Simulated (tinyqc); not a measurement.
Dopant redistribution at a moving silicon-oxide interface during parabolic oxidation: one step, computed by the program tinyqc.

Uniformly doped silicon is oxidised with x_ox = sqrt(B t); the interface advances into the silicon by alpha x_ox, alpha = 0.44. The dopant does not move in the oxide, and at the interface C(silicon) = m C(oxide).

Question. Rates. D = D0 exp(-E/(k_B T)), converted with 1 cm^2/s = 3.6e11 um^2/h; B = B0 exp(-E_B/(k_B T)); s = alpha sqrt(B/(4 D)), the interface advance over 2 sqrt(D t). Temperatures in kelvin are T(C) + 273.15.

Inputs (values chosen for the exercise, modelled on boron in silicon under steam):
```
quantity,value,unit
dopant prefactor D0,1.02,cm^2/s
dopant activation energy E,3.52,eV
oxidation prefactor B0,373,um^2/h
oxidation activation energy E_B,0.777,eV
temperature T,950,C
time t,0.69,h
```

Constants: k_B = 8.617333262e-05 eV/K.

Give: D; B; s; oxide thickness; diffusion length 2 sqrt(D t).

Answer.

D = 0.001152 um^2/h

B = 0.2345 um^2/h

s = 3.139

oxide thickness = 0.4023 um

diffusion length 2 sqrt(D t) = 0.05638 um

The interface outruns diffusion. Caution: in this case the oxide is not much thicker than a typical Deal-Grove length A, so real growth is slower than parabolic. Caution: parabolic growth needs an oxide much thicker than the Deal-Grove length A, which fails for thin films and low temperatures; oxidation-enhanced or retarded diffusion is ignored.
